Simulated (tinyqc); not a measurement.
Inside a calculation: configuration-coordinate model of carrier capture at a defect. Values are carried at full precision from step to step, so a last printed digit may differ when a step is redone from the rounded ones.

Two parabolas of equal curvature k in one coordinate Q: with the carrier free at the band edge, U_f = k Q^2/2; with the carrier trapped, U_t = k (Q - dQ)^2/2 - ET. ER = k dQ^2/2, Huang-Rhys factor S = ER/hw, hw = 0.0646541 sqrt(k/M) eV for k in eV/angstrom^2 and M in u. The curves cross at a height Eb = (ER - ET)^2/(4 ER) above the free minimum.

Constants: kB = 8.617333262e-05 eV/K.

Inputs chosen for the exercise (of the size met at an oxide trap near a Si / SiO2 interface; not measured data):
- ET = 0.37 eV (thermal depth of the level below the band edge)
- ER = 1.38 eV (relaxation energy)
- hw = 0.045 eV (phonon energy of the mode)
- M = 70 u (mass of the mode)
- T = 77 K (temperature)
- nu = 1e+13 1/s (attempt rate)

## The two parabolas

Form S, k, dQ, the crossing point Qc = (ER - ET)/(k dQ), Eb, and the emission barrier Eb + ET.

S = 30.667
k = 33.9102 eV/angstrom^2
dQ = 0.2853 angstrom
Qc = 0.1044 angstrom

barriers (eV): capture 0.1848, emission 0.5548

ER > ET: the crossing lies between the two minima (large relaxation); at Q = 0 the trapped level lies above the band edge.

## Optical transitions

Vertical ionisation from the trapped minimum costs ET + ER; vertical capture from the free minimum releases ET - ER (none if negative); the band has a standard deviation sqrt(S hw^2 coth(hw/2kT)) with S = ER/hw, and a full width 2.35482 times that.

energies (eV): ionisation peak 1.750, zero-phonon 0.370, emission peak -1.010

coth(hw/2kT) = 1.0023
standard deviation = 0.2495 eV
full width = 0.5875 eV

Vertical capture would need energy: there is no luminescence peak (at most a tail of the broadened line), and a carrier freed by light must cross the barrier Eb to return or tunnel through it; where tunnelling is slow this gives persistent photoconductivity at low temperature. The optical peak exceeds the thermal depth by a factor 4.73.

## The multiphonon factor

Multiphonon factor for giving p = ET/hw phonons to the lattice: W = exp(-S (2 nb + 1)) ((nb + 1)/nb)^(p/2) I_p(x), nb = 1/(exp(hw/kT) - 1), x = 2 S sqrt(nb (nb + 1)), I_p the modified Bessel function. Classical limit: W = hw exp(-Eb/kT)/sqrt(4 pi ER kT). At T = 0: exp(-S) S^p/Gamma(p + 1).

Form p, nb, x and ln W, the classical ln W, and the capture time 1/(nu W).

p, nb, x: 8.2222  0.0011  2.0679

ln W: quantum -13.549, classical -29.871

capture time = 7.66e-08 s

The quantum factor is 1.23e+07 times the classical one at kT/hw = 0.15: nuclear tunnelling rules.

## Emission by detailed balance

For equal degeneracies and one band-edge state, emission time = capture time x exp(ET/kT).

ET/kT = 55.762
log10 of the emission time in s = 17.10

## Checks

- Ln W for the nearest whole p against the double Poisson sum over emitted and absorbed phonons: both -13.8283.

Program tinyqc; command `OMP_NUM_THREADS=1 python tinyqc.py 1450539 1450540 out.jsonl`; about 0.01 s on one thread of a shared Intel(R) Xeon(R) Processor @ 2.30GHz.
